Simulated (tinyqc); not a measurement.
Geometry relaxation of a small cluster: one step, computed by the program tinyqc. Command: `OMP_NUM_THREADS=1 python tinyqc.py 3001063 3001064 out.jsonl relax walk`. One thread of a shared host (Intel(R) Xeon(R) Processor @ 2.30GHz), about 0.02 s of CPU time with the checks.

E = sum_i {sum_j A exp(-p (r_ij/r0 - 1)) - xi sqrt(rho_i)}, rho_i = sum_j exp(-2 q (r_ij/r0 - 1)); the force on i is -sum_j w_ij (R_i - R_j)/r_ij with w_ij = -(2p/r0) A exp(-p (r_ij/r0 - 1)) + (xi q/r0) exp(-2 q (r_ij/r0 - 1)) (rho_i^(-1/2) + rho_j^(-1/2)).

Problem. Energy and forces at the start. Evaluate E and the forces at the starting positions.

Inputs (values chosen for the exercise, for model atoms):
```
quantity     value      unit
length r0     3.04  angstrom
repulsion A   0.15        eV
hopping xi    2.62        eV
decay p       11.3         -
decay q       2.24         -
```

Potential: Gupta. Method: conjugate gradient.

starting positions (angstrom):
```
            x      y      z
atom 1  -0.03   0.08  -0.02
atom 2   2.77  -0.09   0.05
atom 3   2.76   2.78   0.04
atom 4      0   2.78   0.21
atom 5   1.61   1.17   1.95
atom 6   1.46   1.37  -2.16
```

Give: distances; energy at the start; forces.

Solution.

distances (angstrom): 1-2 2.806, 1-3 3.883, 1-4 2.710, 1-5 2.785, 1-6 2.909, 2-3 2.870, 2-4 3.992, 2-5 2.558, 2-6 2.955, 3-4 2.765, 3-5 2.750, 3-6 2.919, 4-5 2.866, 4-6 3.120, 5-6 4.118

energy at the start = -28.92 eV

forces (eV/angstrom):
```
             x       y       z
atom 1  -0.413  -1.014  -0.717
atom 2   1.645  -1.403  -2.899
atom 3   0.617   0.164  -0.876
atom 4  -0.129   0.663  -0.460
atom 5  -1.578   1.441   3.447
atom 6  -0.143   0.149   1.505
```
